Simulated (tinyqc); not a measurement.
Raman shift of the zone-centre optical phonon of a diamond-structure crystal under stress. From one set of inputs to another, one input at a time. Computed by tinyqc, a small Python program. Command: `OMP_NUM_THREADS=1 python tinyqc.py 3002723 3002724 out.jsonl ramanstress ladder`. One thread of a shared host (Intel(R) Xeon(R) Processor @ 2.30GHz), about 0.01 s of CPU time with the checks.

Axes x, y, z are the cube axes. Strain shifts the threefold optical mode and can split it; p, q and r are the phonon deformation potentials.

The inputs printed are set A. Set A is modelled on germanium; the values taken over come from a set modelled on silicon. Inputs not listed in the table keep their values of set A, so the rows need not describe a real material.

Inputs (values chosen for the exercise, modelled on germanium):

| quantity | value | unit |
|---|---|---|
| unstrained frequency omega_0 | 300.9 | 1/cm |
| p/omega_0^2 | -1.47 | - |
| q/omega_0^2 | -1.87 | - |
| r/omega_0^2 | -1.09 | - |
| C11 | 128.2 | GPa |
| C12 | 48.71 | GPa |
| C44 | 67.17 | GPa |
| stress sigma (tension positive) | -0.22 | GPa |
| polarisation angle phi | 10 | degree |
| temperature coefficient d omega/dT | -0.017 | 1/(cm K) |
| local temperature T | 520 | K |
| laser wavelength | 632.8 | nm |

Stress state: uniaxial. Axis: [210].

Constants: h = 6.62607015e-34 J s; c = 299792458 m/s; k_B = 1.380649e-23 J/K.

Method:
- S11 = (C11 + C12)/D, S12 = -C12/D, D = (C11 - C12)(C11 + 2 C12), S44 = 1/C44.
- Uniaxial stress along the unit vector n of the axis: sigma_ij = sigma n_i n_j.
- eps_xx = S11 sigma_xx + S12 (sigma_yy + sigma_zz), and cyclic; eps_xy = S44 sigma_xy/2 (tensor strain).
- Secular matrix: M_xx = p eps_xx + q (eps_yy + eps_zz), M_xy = 2 r eps_xy; its eigenvalues are omega^2 - omega_0^2, and the shifts are these over 2 omega_0.
- Backscattering from a (001) surface: incident polarisation (cos phi, sin phi, 0). With Raman tensors (R_z)_xy = (R_z)_yx = 1 and cyclic, only the z component u_z of a mode counts: I = u_z^2 sin^2(2 phi) for parallel and u_z^2 cos^2(2 phi) for crossed polarisers. An unresolved line sits at the intensity-weighted shift, which is M_zz/(2 omega_0).
- A temperature above 300 K shifts the line by (d omega/dT)(T - 300 K); divided by the shift per stress it poses as a stress; the total shift adds it to the shift of the observed line. The anti-Stokes to Stokes ratio is [(omega_L + omega_0)/(omega_L - omega_0)]^3 exp(-h c omega_0/(k_B T)) in photon counts, omega_L = 1/wavelength, resonance effects left out.

Each row keeps all changes above it:

| input moved | from | to | shift per stress (1/(cm GPa)) | volume strain (per mille) | anti-Stokes/Stokes ratio |
|---|---|---|---|---|---|
| set A | - | - | -1.4104 | -0.97509 | 0.48758 |
| unstrained frequency omega_0 (1/cm) | 300.9 | 519.7 | -2.4360 | -0.97509 | 0.28922 |
| p/omega_0^2 | -1.47 | -1.84 | -2.1749 | -0.97509 | 0.28922 |
| stress sigma (tension positive) (GPa) | -0.22 | 0.12 | -2.1749 | 0.53187 | 0.28922 |
| r/omega_0^2 | -1.09 | -0.731 | -2.1749 | 0.53187 | 0.28922 |
| q/omega_0^2 | -1.87 | -2.42 | -3.1965 | 0.53187 | 0.28922 |
| C12 (GPa) | 48.71 | 64.56 | -3.0380 | 0.46635 | 0.28922 |
| C44 (GPa) | 67.17 | 79.81 | -3.0380 | 0.46635 | 0.28922 |

Which inputs carry the difference?

Shift per stress goes from -1.41 to -3.04, -1.63 in all. The largest single move comes from unstrained frequency omega_0 (-1.03), and p/omega_0^2 works against it (+0.261). Volume strain goes from -0.975 to 0.466, +1.44 in all. The largest single move comes from stress sigma (tension positive) (+1.51). anti-Stokes/Stokes ratio goes from 0.488 to 0.289, a factor 0.593 in all. The largest single move comes from unstrained frequency omega_0 (a factor 0.593). The single moves hold for this order of the switches; the total does not depend on the order.

Extremes, crossings and ranges named in words are read from the listed rows.
